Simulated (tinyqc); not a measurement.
What each parameter does: six-band Luttinger-Kohn model with strain.

Six-band Luttinger-Kohn model in the basis |3/2,3/2>, |3/2,1/2>, |3/2,-1/2>, |3/2,-3/2>, |1/2,1/2>, |1/2,-1/2>, electron energies, zero at the top of the unstrained valence band. H = -[rows: (P+Q, -S, R, 0, -S/r2, r2 R); (-S*, P-Q, 0, R, -r2 Q, r32 S); (R*, 0, P-Q, S, r32 S*, r2 Q); (0, R*, S*, P+Q, -r2 R*, -S*/r2); (-S*/r2, -r2 Q, r32 S, -r2 R, P+Dso, 0); (r2 R*, r32 S*, r2 Q, -S/r2, 0, P+Dso)], r2 = sqrt(2), r32 = sqrt(3/2). Levels are twofold.

P = c g1 k^2 - av tr(e); Q = c g2 (kx^2 + ky^2 - 2 kz^2) - (b/2)(exx + eyy - 2 ezz); R = c sqrt3 [-g2 (kx^2 - ky^2) + 2i g3 kx ky] + (sqrt3/2) b (exx - eyy) - i d exy; S = 2 c sqrt3 g3 (kx - i ky) kz - d (exz - i eyz); c = hbar^2/2m0, e the strain tensor (not engineering shear).

s11 = (C11 + C12)/((C11 - C12)(C11 + 2 C12)), s12 = -C12/((C11 - C12)(C11 + 2 C12)), s44 = 1/C44; exx = s11 sxx + s12 (syy + szz) and cyclic, exy = s44 sxy/2; tension is positive. A uniaxial stress X along the unit vector n is s_ij = X n_i n_j.

Constants: hbar^2/2m0 = 3.80998211 eV angstrom^2.

Parameters, chosen for this exercise (near those of AlAs; the results hold for these values, not for the real material): Dso = 0.272 eV (spin-orbit splitting); g1 = 3.78 (Luttinger gamma1); g2 = 0.82 (gamma2); g3 = 1.43 (gamma3); av = 2.4 eV (valence hydrostatic potential); b = -2.3 eV (tetragonal shear potential); d = -3.48 eV (trigonal shear potential); C11 = 125.9 GPa; C12 = 54.7 GPa; C44 = 53.4 GPa; load = uniaxial [111] (kind of stress); X = 2.21 GPa (stress).

Edges at k = 0 under a uniaxial [111] stress X and the curvature mass of the top pair along [110] (step 0.0002 1/angstrom).

One parameter was then changed.

Results before and after:
```
case,top (eV),second (eV),third (eV),mass (m0)
base,0.0641,-0.0049,-0.2636,0.426
changed,0.0622,-0.0068,-0.2655,0.426
```

Which of these changes was made? (a) av = 1.92 eV; (b) d = -2.784 eV; (c) g3 = 1.716; (d) b = -2.76 eV; (e) g2 = 0.984; (f) X = 1.768 GPa; (g) C12 = 65.64 GPa.

Answer: (g) C12 = 65.64 GPa. Of the candidates, run in turn, only this one gives the changed row.

All candidates:
```
case,top (eV),second (eV),third (eV),mass (m0)
base,0.0641,-0.0049,-0.2636,0.426
av = 1.92 eV,0.0596,-0.0094,-0.2681,0.426
X = 1.768 GPa,0.0513,-0.0063,-0.2629,0.426
g2 = 0.984,0.0641,-0.0049,-0.2636,0.426
b = -2.76 eV,0.0641,-0.0049,-0.2636,0.426
d = -2.784 eV,0.0558,-0.0018,-0.2584,0.426
C12 = 65.64 GPa,0.0622,-0.0068,-0.2655,0.426
g3 = 1.716,0.0641,-0.0049,-0.2636,0.485
```

The Luttinger parameters multiply k^2 and cannot move the edges; av shifts all edges alike and leaves the mass.

(tinyqc, `OMP_NUM_THREADS=1 python tinyqc.py 1050073 1050074 out.jsonl`, Intel(R) Xeon(R) Processor @ 2.30GHz, 1 thread, shared host, about 0.04 s.)
